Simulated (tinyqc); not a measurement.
From results back to parameters: deep level as a short-range spherical well. Three cases, with inputs chosen for the exercise.

Problem. In the Lucovsky model sigma goes as (h nu - Et)^(3/2)/(h nu)^3. The ratio of the cross-sections at h1 and h2 was computed from a hidden Et.

Find: y = (h1 - Et)/(h2 - Et); Et.

Method. y = [ratio (h1/h2)^3]^(2/3), and Et = (h1 - y h2)/(1 - y): the plot of (sigma (h nu)^3)^(2/3) against h nu is a line through Et.

Case 1.

Values chosen (out of a larger set: near those of 4H SiC; not measured data): h1 = 0.188 eV (first photon energy); h2 = 0.24 eV (second photon energy).

sigma(h1)/sigma(h2) = 0.778718

Solution.

y = (h1 - Et)/(h2 - Et) = 0.5194
Et = 0.132 eV

Case 2.

Values chosen (out of a larger set: near those of Ge; not measured data): h1 = 0.51 eV (first photon energy); h2 = 1.074 eV (second photon energy).

sigma(h1)/sigma(h2) = 0.222687

Solution.

y = (h1 - Et)/(h2 - Et) = 0.0828
Et = 0.459 eV

Case 3.

Values chosen (out of a larger set: near those of Si; not measured data): h1 = 0.6 eV (first photon energy); h2 = 0.838 eV (second photon energy).

sigma(h1)/sigma(h2) = 0.725972

Solution.

y = (h1 - Et)/(h2 - Et) = 0.4141
Et = 0.432 eV

Computed by tinyqc, one run a case: `OMP_NUM_THREADS=1 python tinyqc.py N N+1 out.jsonl` with N = 1252341, 1280033, 1280095; one thread of a shared Intel(R) Xeon(R) Processor @ 2.30GHz, about 0.01 s a run at most.
